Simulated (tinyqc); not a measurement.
Absorption spectrum: gated graphene: carriers, quantum capacitance and optical conductivity.

Conductivity over sigma0 = e^2/(4 hbar): interband Re = sinh(E/2kT)/(cosh(mu/kT) + cosh(E/2kT)); intraband Re = (8 kT/pi) ln(2 cosh(mu/2kT)) Gm/(E^2 + Gm^2). A free sheet absorbs about pi alpha_f Re(sigma/sigma0), alpha_f the fine-structure constant (alpha among the constants).

Constants: kB = 8.617333262e-05 eV/K; fine-structure constant alpha = 0.007297352564.

Values chosen for the exercise (out of a larger set: Fermi velocity near that of graphene, gate dielectric near HfO2; not measured data): T = 300 K; Gm = 10 meV (intraband damping).

mu = 0.04216 eV

Results:

| E (eV) | interband | intraband | absorption (%) |
|---|---|---|---|
| 0.008 | 0.0424 | 3.9906 | 9.246 |
| 0.017 | 0.0903 | 1.6824 | 4.064 |
| 0.030 | 0.1604 | 0.6545 | 1.868 |
| 0.042 | 0.2262 | 0.3511 | 1.323 |
| 0.059 | 0.3211 | 0.1828 | 1.155 |
| 0.072 | 0.3944 | 0.1239 | 1.188 |
| 0.084 | 0.4614 | 0.0915 | 1.267 |
| 0.097 | 0.5319 | 0.0688 | 1.377 |
| 0.110 | 0.5989 | 0.0536 | 1.496 |
| 0.135 | 0.7130 | 0.0357 | 1.716 |
| 0.169 | 0.8299 | 0.0228 | 1.955 |
| 0.253 | 0.9617 | 0.0102 | 2.228 |

The edge lies at 2|mu| = 0.084 eV and, for |mu| above about 3 kT (here 1.6), rises from 10 % to 90 % over about 8.8 kT = 0.227 eV. The absorption is lowest, 1.155 %, at 0.059 eV of those listed, between the Drude tail and the edge; at the last row it is 2.228 % against pi alpha_f = 2.293 %. The thin-sheet formula fails where the absorption is large, and trigonal warping matters above about 1.5 eV.

Run: tinyqc, `OMP_NUM_THREADS=1 python tinyqc.py 1650859 1650860 out.jsonl`; Intel(R) Xeon(R) Processor @ 2.30GHz, one thread, shared host; about 0.01 s of CPU time with all checks.
